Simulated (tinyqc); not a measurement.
# From final C_5 back to surface value C_s

Model: finite-difference solution of the diffusion equation on a small grid. Computed by tinyqc, a small Python program. Command: `OMP_NUM_THREADS=1 python tinyqc.py 3015971 3015972 out.jsonl fdiff inv`. One thread of a shared host (Intel(R) Xeon(R) Processor @ 2.30GHz), about 0.03 s of CPU time with the checks.

dC/dt = D d2C/dx2 on nodes x_j = j dx, j = 0..9; the far end is sealed.

Inputs (values chosen for the exercise):

| quantity | value | unit |
|---|---|---|
| diffusivity D | 8.1 | nm^2/s |
| grid spacing dx | 50 | nm |
| time step dt | 100 | s |
| final time t_f | 2000 | s |

Boundary at x = 0: fixed surface value. Scheme: explicit.

start values C_j, j = 0, 1, ... (% of a reference): 0  0  0  0  0  0  0  0  0  0

Method:
- The operator M acts as (M C)_j = C_(j-1) - 2 C_j + C_(j+1); at the sealed far end a mirror node gives 2 C_(N-2) - 2 C_(N-1); at j = 0, C_0 is held at C_s from the start (row of zeros).
- With r = D dt/dx^2: (1 - theta r M) C(new) = (1 + (1 - theta) r M) C(old); theta = 0 explicit, 1 implicit, 1/2 Crank-Nicolson.
- The run takes n = round(t_f/dt) steps of length t_f/n.
- The dose is the trapezoidal sum of C dx; the error is the largest difference from exp(M D t/dx^2) C(0), the exact time evolution on the same grid.

Question. A run gave the result below. Find the surface value C_s, known to lie between 55 and 190 % of a reference.

final C_5 = 16.77401 %

Answer.

Each step takes the trial c = (a f_b - b f_a)/(f_b - f_a), f being the result less the target and a, b, c the logarithms of the listed values; c replaces end b, the old b replaces a if the sign of f changed, and otherwise f_a is halved.

Scan of the range:

| surface value C_s (% of a reference) | final C_5 (%) |
|---|---|
| 55.0 | 9.3067 |
| 67.6 | 11.4387 |
| 83.1 | 14.0615 |
| 102.0 | 17.2596 |
| 126.0 | 21.3207 |
| 155.0 | 26.2279 |
| 190.0 | 32.1503 |

False position (Illinois rule, in the logarithm of the input) inside the bracket:

| step | end a | end b | trial | final C_5 (%) |
|---|---|---|---|---|
| 1 | 83.100 | 102.000 | 98.8748 | 16.7308 |
| 2 | 102.000 | 98.875 | 99.1264 | 16.7734 |
| 3 | 102.000 | 99.126 | 99.1335 | 16.7746 |
| 4 | 99.126 | 99.134 | 99.1300 | 16.7740 |

Final C_5 rises at every point of a 13-point scan of the range (every second point is shown), so one value fits; it is bracketed by 83.1 and 102. The scan shows a pure power law with exponent 1.000, so scaling from any one row also gives the answer directly. Answer: surface value C_s = 99.13 % of a reference.
